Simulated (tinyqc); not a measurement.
# n-type polysilicon, carrier trapping at grain boundaries, step by step

Numbers from tinyqc (`OMP_NUM_THREADS=1 python tinyqc.py 2830213 2830214 out.jsonl`; about 0.01 s on one thread of a shared Intel Xeon 2.30GHz). Printed values are rounded.

One-dimensional grains of size Lg, uniform ionised doping N, monovalent traps Qt at each boundary at a depth Et below (for electrons) or above (for holes) the band edge there, abrupt depletion of width W on each side of a boundary, Boltzmann statistics. xi is the distance from the band edge at the grain centre to the Fermi level. Trapped charge Qt/(1 + exp((xi + VB - Et)/Vt)) = 2 N W, barrier VB = q N W^2/(2 eps0 eps_r).

Parameters, values chosen for the exercise; values of the order met in polycrystalline silicon: temperature T = 350 K; relative permittivity eps_r = 11.7; conduction-band density of states at T NB = 3.53e19 cm^-3; grain size Lg = 46 nm; trap density of a grain boundary Qt = 2.8e12 cm^-2; depth of the trap level from the majority band edge at the boundary Et = 0.45 eV; mass for thermionic emission ms = 0.34 m0; correction factor of the emission rate fe = 0.5; doping N = 4.8e17 cm^-3.

Constants: q = 1.602176634e-19 C, kB = 1.380649e-23 J/K, m0 = 9.1093837015e-31 kg, Vt = kB T/q, eps0 = 8.8541878128e-14 F/cm where lengths are in cm. Results are converted to the units shown.

## Depletion width, Fermi level and barrier

If the trap equation with xi = Vt ln(NB/N) has a root W < Lg/2, the grain is partly depleted; otherwise W = Lg/2 and the trap equation gives xi = Et - VB + Vt ln(Qt/(N Lg) - 1). N* = Qt/Lg.

N* = 6.08696e17 cm^-3
W = 23 nm
xi = 0.213943 V
VB = 0.196355 V
share of traps filled = 0.788571

N is 0.789 N*, and the grain is fully depleted; VB = 6.51 Vt.

## Resistivity and effective mobility

n0 = NB exp(-xi/Vt); mean density n0 (1 - 2 W/Lg) by charge balance in a partly depleted grain, and n0 (sqrt(pi)/2) erf(u)/u with u = sqrt(VB/Vt) in a fully depleted one; v = sqrt(kB T/(2 pi ms m0)); barrier resistivity Vt exp(VB/Vt)/(q fe n0 v Lg); grain resistivity (1 - 2 W/Lg)/(q n0 mug); effective mobility 1/(q mean density total resistivity).

n0 = 2.93177e16 cm^-3
mean density = 1.01798e16 cm^-3
v = 4.98312e6 cm/s
barrier resistivity = 376.499 ohm cm
grain resistivity = 0.00000 ohm cm
resistivity = 376.499 ohm cm
effective mobility = 1.62849 cm^2/(V s)

The resistivity is 1360 times that of a single crystal with the same N and mobility mug, and the mean density is 2.12 % of N.
